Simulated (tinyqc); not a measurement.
Resistance of a source-drain extension with a graded tip: one step of the calculation.

y runs along the channel, the gate covers y > 0. The doping is N0 for y < y0 and N0 10^(-(y - y0)/la) beyond, uniform over the depth xj. Sheet conductance s(y) = q mu(N) max(N - Nch, 0) xj + (for y > 0) ma Cox Vo, with mu(N) = u0 + (u1 - u0)/(1 + (N/Nr)^au) and Cox = eps0 eox/tox. Current is taken as one-dimensional; depletion of the tip, spreading and the contact are left out. The metallurgical junction lies at yj, where N = Nch.

Problem. Sheet resistances and junction position. yj = y0 + la log10(N0/Nch); sheet resistance of the full extension 1/[q mu(N0)(N0 - Nch) xj] and of the gate-induced layer 1/(ma Cox Vo); metallurgical length Lg - 2 yj; ye is where the doped and the gate-induced conductances are equal.

Parameters, values chosen for the exercise; mobility law close to that of electrons in silicon: relative permittivity of the gate insulator (close to silicon dioxide) eox = 3.9; insulator thickness tox = 3 nm; active doping of the extension far from the gate N0 = 2.5e20 cm^-3; lateral abruptness la = 4.9 nm/decade; position under the gate where the fall begins (gate edge at 0) y0 = 1.1 nm; depth of the extension xj = 29 nm; channel doping Nch = 3.6e17 cm^-3; gate overdrive Vo = 0.5 V; mobility of the gate-induced layer ma = 85 cm^2/(V s); mobility at low doping u1 = 1414 cm^2/(V s); mobility at high doping u0 = 68.5 cm^2/(V s); reference doping Nr = 9.2e16 cm^-3; exponent au = 0.711; gate length Lg = 60 nm.

Constants: q = 1.602176634e-19 C, eps0 = 8.8541878128e-14 F/cm where lengths are in cm. Results are converted to the units shown.

Wanted: yj; sheet resistance of the extension; sheet resistance of the induced layer; metallurgical length; ye; N at ye.

Solution.

yj = 15.02 nm
sheet resistance of the extension = 117.5 ohm/square
sheet resistance of the induced layer = 2.044e4 ohm/square
metallurgical length = 29.95 nm
ye = 13.67 nm
N at ye = 6.789e17 cm^-3

The gate takes over 1.35 nm before the junction, where N is still 1.89 times the channel doping.

Numbers from tinyqc (`OMP_NUM_THREADS=1 python tinyqc.py 2282204 2282205 out.jsonl`; about 0.06 s on one thread of a shared Intel Xeon 2.30GHz).
